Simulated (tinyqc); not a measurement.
# Tunnelling through a gate dielectric, WKB transmission and Tsu-Esaki current: effects of single changes

Electrons leave the emitter at x = 0. Energies E (motion across the layers) are in eV from the emitter Fermi level; the collector Fermi level lies at -V and offers states at every E. No charge in the dielectric and no image force: F1 = V/t1, U = phi1 - F1 x. With C = hbar^2/(2 m0), kappa = sqrt(m (U - E)/C) where U > E and 0 elsewhere; T(E) = exp(-S), S = 2 times the integral of kappa over x.

Inputs (values chosen for the exercise); dielectric values close to those of zirconium oxide: temperature T = 400 K; Fermi energy of the emitter above its band bottom Ef = 0.29 eV; emitter mass in the supply function me = 1 m0; barrier of layer 1 above the emitter Fermi level at zero bias phi1 = 1.35 eV; tunnelling mass of layer 1 m1 = 0.25 m0; thickness of layer 1 t1 = 1.2 nm; voltage across the dielectric V = 0.9 V.

Constants: q = 1.602176634e-19 C, kB = 1.380649e-23 J/K, hbar = 1.054571817e-34 J s, m0 = 9.1093837015e-31 kg, Vt = kB T/q, hbar^2/(2 m0) = 0.0380998212 eV nm^2. Results are converted to the units shown.

Each table varies one quantity; the others keep the values above.

## Effect of the barrier height

Each layer adds (2/F) sqrt(m/C) [G(u at its left edge) - G(u at its right edge)] to S, with u = U - E (0 where negative) and G(u) = (2/3) u^1.5. J = J0 times the integral of T(E) N(E) dE, N = ln[(1 + exp(-E/Vt))/(1 + exp((-E - V)/Vt))], J0 = q^2 me m0 kB T/(2 pi^2 hbar^3) (times 1e-4 for A/cm^2 per eV), from E = -Ef to far above the barrier (T = 1 there), by quadrature converged to the digits shown.

Effect of the barrier height:
```
phi1 (eV)  S at E = 0  T(E = 0)  J (A/cm^2)  mean E of the current (eV)
0.7             2.667   0.06946     1.851e7                     -0.1406
0.83            3.444   0.03195     9.079e6                     -0.1470
0.96            4.217   0.01475     5.026e6                     -0.1547
1.09            4.805  0.008187     3.042e6                     -0.1590
1.21            5.275  0.005117     2.005e6                     -0.1615
1.34            5.735  0.003232     1.323e6                     -0.1634
1.47            6.157  0.002119     8.982e5                     -0.1649
1.6             6.549  0.001431     6.239e5                     -0.1662
```

J falls from 1.85e7 to 6.24e5 A/cm^2, on average 1.64 decades for each eV, while S rises from 2.67 to 6.55, as phi1^(1.09) over the table (a flat barrier gives 0.5, a triangular one 1.5). In 6 of the 8 rows S is below 6, where a WKB prefactor of 1 is a rough guess.

## Current against voltage

Same model as above.

Current against voltage:
```
V (V)  S at E = 0  T(E = 0)  J (A/cm^2)  mean E of the current (eV)
0.2         6.872  0.001037     4.101e5                     -0.1585
0.4         6.584  0.001382     6.058e5                     -0.1663
0.6         6.278  0.001877     8.058e5                     -0.1655
0.8         5.946  0.002616     1.092e6                     -0.1643
1           5.580  0.003772     1.519e6                     -0.1627
1.2         5.159  0.005748     2.193e6                     -0.1602
1.4         4.592   0.01013     3.391e6                     -0.1551
1.6         4.018   0.01799     5.866e6                     -0.1516
1.8         3.572   0.02811     9.908e6                     -0.1555
```

What does the table show?

J rises from 4.10e5 to 9.91e6 A/cm^2, by 0.847 decades a volt between the first two rows and 1.14 between the last two. From V = 1.4 V on (among the rows) a band edge falls below the emitter Fermi level, so electrons at E = 0 no longer cross the full thickness. In 3 of the 9 rows the field exceeds 10 MV/cm (up to 15.0), more than most dielectrics sustain; the model ignores breakdown. In 6 of the 9 rows S is below 6, where a WKB prefactor of 1 is a rough guess.

tinyqc, about 0.03 s, one thread, Intel Xeon 2.30GHz (shared host): `OMP_NUM_THREADS=1 python tinyqc.py 2540124 2540125 out.jsonl`
